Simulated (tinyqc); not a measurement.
The size of the error: propagation of a band-gap error through k.p and effective-mass formulas.

Chain, for a gap E (the reference Eg or another value), with Ep and Dso kept: 1/me = 1 + Ep (E + 2 Dso/3)/(E (E + Dso)); g* = 2 - 2 Ep Dso/(3 E (E + Dso)); g1(E) = g1 + (Ep/3)(1/E - 1/Eg), g2(E) = g2 + (Ep/6)(1/E - 1/Eg), light hole 1/(g1 + 2 g2), heavy hole 1/(g1 - 2 g2) along [100]; optical constant ei(E) = 1 + (ei - 1)(EP/(EP + E - Eg))^2, static e0(E) = ei(E) + e0 - ei.

Donor: R = Ry me/e0^2, a_B = a0 e0/me, Mott density (0.26/a_B)^3. Nc, Nv = 2 (m kT/(4 pi c))^(3/2), c = hbar^2/2m0, ni = sqrt(Nc Nv) exp(-E/2kT). Exciton: Ry mu/e0^2 with 1/mu = 1/me + g1(E). 1 angstrom^-3 = 1e24 cm^-3.

Constants: Ry = 13.60569312 eV; a0 (Bohr radius) = 0.5291772105 angstrom; kB = 8.617333262e-05 eV/K; hbar^2/2m0 = 3.80998211 eV angstrom^2.

Values chosen for the exercise (reference values near those of GaAs, gap at low temperature; not measured data):
- Eg = 1.507 eV (gap at Gamma to the s-like level)
- Dso = 0.336 eV (spin-orbit splitting)
- Ep = 25.5 eV (Kane energy)
- g1 = 6.98 (Luttinger gamma1)
- g2 = 2.07 (gamma2)
- e0 = 12.92 (static dielectric constant)
- ei = 10.78 (optical dielectric constant)
- EP = 5.39 eV (mean (Penn) gap)
- mh = 0.45 m0 (density-of-states mass of the holes)
- T = 400 K (temperature)

E = f Eg; ratios against f = 1.

Results:

| f | E (eV) | me ratio | light-hole ratio | e0 ratio | donor ratio | Mott ratio | g* | log10 ni ratio |
|---|---|---|---|---|---|---|---|---|
| 0.25 | 0.377 | 0.291 | 0.247 | 1.455 | 0.137 | 0.00800 | -19.271 | 6.72 |
| 0.40 | 0.603 | 0.442 | 0.397 | 1.336 | 0.247 | 0.0361 | -8.094 | 5.43 |
| 0.60 | 0.904 | 0.634 | 0.597 | 1.203 | 0.438 | 0.146 | -3.094 | 3.65 |
| 0.80 | 1.206 | 0.819 | 0.798 | 1.092 | 0.687 | 0.422 | -1.073 | 1.83 |
| 1.00 | 1.507 | 1.000 | 1.000 | 1.000 | 1.000 | 1.00 | -0.057 | 0.00 |
| 1.20 | 1.808 | 1.176 | 1.203 | 0.922 | 1.384 | 2.08 | 0.527 | -1.85 |
| 1.50 | 2.260 | 1.432 | 1.511 | 0.826 | 2.101 | 5.22 | 1.027 | -4.63 |
| 2.00 | 3.014 | 1.841 | 2.029 | 0.705 | 3.700 | 17.8 | 1.434 | -9.29 |

Between f = 0.8 and 1.2 the mean powers d ln(ratio)/d ln f are 0.89 for me, 1.01 for the light hole, -0.42 for e0, 1.73 for the donor energy and 3.93 for the Mott density; ni moves by -0.61 decades per 0.1 eV, against -0.1 eV/(2 kT ln 10) = -0.63 from the exponential alone, the rest coming from Nc through me^(3/4). g* changes sign between f = 1.00 and 1.20; the place of this zero hangs on remote bands, which are left out.

tinyqc: `OMP_NUM_THREADS=1 python tinyqc.py 1880166 1880167 out.jsonl`; about 0.01 s, one thread, shared Intel(R) Xeon(R) Processor @ 2.30GHz.
